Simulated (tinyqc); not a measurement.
Permittivity and interface capacitance from two thicknesses.

Problem. 1/C = t/(eps0 ek) + 2/ci for planar capacitors that differ only in thickness. Find ek, ci and the EOT of the interfaces, 2 x 3.9 eps0/ci.

Constants: eps0 = 8.8541878128e-14 F/cm where lengths are in cm. Results are converted to the units shown.

C at t = 9.6 and 29 nm (uF/cm^2): 0.70671265  0.23854945

Solution. 1/C is a straight line in t: the slope gives ek and the intercept 2/ci. A single thickness would give only the effective permittivity; when the interfaces are a small part of 1/C, ci needs very accurate data.

ek = 7.89
ci = 49.0 uF/cm^2
EOT of the interfaces = 0.141 nm

Program tinyqc, `OMP_NUM_THREADS=1 python tinyqc.py 2102203 2102204 out.jsonl`; Intel Xeon 2.30GHz, shared host, one thread, about 0.01 s.
